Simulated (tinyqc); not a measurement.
# Changing the equilibrium coefficient k0

Model: crystal pulling from the melt: segregation, interface stability, heat balance and point-defect regime. Computed by tinyqc, a small Python program. Command: `OMP_NUM_THREADS=1 python tinyqc.py 3016435 3016436 out.jsonl pull sweep`. One thread of a shared host (Intel(R) Xeon(R) Processor @ 2.30GHz), about 0.03 s of CPU time with the checks.

A dilute solute; steady pulling with a flat interface unless it is found unstable.

Inputs (values chosen for the exercise, for a model semiconductor):

| quantity | value | unit |
|---|---|---|
| initial melt concentration C0 | 8.3e+18 | 1/cm^3 |
| diffusivity in the melt D | 0.00015 | cm^2/s |
| kinematic viscosity nu | 0.0028 | cm^2/s |
| crystal rotation | 2 | rpm |
| pull rate V | 1.5 | mm/min |
| gradient in the melt G_L | 14 | K/cm |
| solid conductivity k_S | 24.2 | W/(m K) |
| melt conductivity k_L | 63.4 | W/(m K) |
| latent heat per volume L | 4280 | J/cm^3 |
| melting point T_m | 1685 | K |
| interface energy gamma | 0.42 | J/m^2 |
| frozen fraction g | 0.33 | - |
| critical ratio xi_c | 0.13 | mm^2/(min K) |
| evaporation number beta | 0.6 | - |

Loss from the melt surface: evaporation.

Constants: k_B = 1.380649e-23 J/K.

Method:
- delta = 1.61 D^(1/3) nu^(1/6) omega^(-1/2), omega = 2 pi rpm/60; k_eff = k0/[k0 + (1 - k0) exp(-V delta/D)] (Burton, Prim and Slichter); the melt at the interface is enriched by k_eff/k0.
- Axial profile: C_s = k_eff C0 (1 - g)^(k_eff - 1 + beta), where beta, the evaporation velocity times the free melt area over the volume growth rate, is taken constant; bulk melt C_L = C_s/k_eff. Usable fraction: the g at which C_s has changed by 30 % from its first value (0.99 at most).
- k_S G_S = k_L G_L + L V; the largest rate for this G_S, with G_L = 0, is k_S G_S/L. Voronkov: the crystal grows vacancy-rich if V/G_S > xi_c and interstitial-rich if below; at fixed G_L the neutral rate solves V = xi_c G_S(V).
- Liquidus slope per concentration (van 't Hoff): |m| = k_B T_m^2 (1 - k0)/L. Solute gradient at the interface: G_C = (V/D) C_s (1 - k0)/k0. Constitutional supercooling sets in when |m| G_C > G_L. Critical C_s from the equality.
- Mullins-Sekerka for a thick solute layer: a ripple of wave number w grows if S(w) = -Gam w^2 - G* + |m| G_C (w* - V/D)/(w* - (1 - k0) V/D) > 0, Gam = gamma T_m/L, G* = (k_S G_S + k_L G_L)/(k_S + k_L), w* = V/(2D) + sqrt((V/(2D))^2 + w^2).
- The critical C_s is that at which the maximum of S over w is zero.

One run for each value:

| equilibrium coefficient k0 | k_eff | usable fraction | critical C_s (1/cm^3) | ratio to the constitutional value |
|---|---|---|---|---|
| 0.002 | 0.0064 | 0.4865 | 1.842e+17 | 2.324 |
| 0.0043 | 0.0137 | 0.4930 | 3.978e+17 | 2.327 |
| 0.0092 | 0.0290 | 0.5070 | 8.595e+17 | 2.331 |
| 0.02 | 0.0617 | 0.5395 | 1.910e+18 | 2.338 |
| 0.042 | 0.1237 | 0.6131 | 4.197e+18 | 2.349 |
| 0.091 | 0.2438 | 0.8136 | 1.010e+19 | 2.369 |
| 0.2 | 0.4460 | 0.9900 | 2.866e+19 | 2.402 |
| 0.42 | 0.6999 | 0.6956 | 1.145e+20 | 2.453 |
| 0.9 | 0.9667 | 0.4671 | 8.254e+21 | 2.542 |

Describe and explain the trends.

Over the rows, k_eff rises from 0.00641 to 0.967 (exponent d ln y / d ln x 0.99 between the first rows and 0.42 between the last); usable fraction goes from 0.487 through a maximum among these rows, 0.990 at 0.200, to 0.467; critical C_s (1/cm^3) rises from 1.84e17 to 8.25e21 (exponent d ln y / d ln x 1.0 between the first rows and 5.6 between the last). At the low end the exponent of critical C_s is 1.01, close to 1: for small k0 the rejected solute goes as 1/k0. Solutes with small k0 need a rich melt for a given C_s, which makes them prone to breakdown.

Caution (rows 0.00200, 0.00430, 0.00920, 0.0200): the onset wavelength exceeds the stirred boundary layer, so flow cuts off the solute field assumed in this theory. Caution (rows 0.900): a critical C_s above 1e21 /cm^3 lies outside the dilute theory and, for most dopants in silicon, above the solubility.

Extremes, crossings and ranges named in words are read from the listed rows.
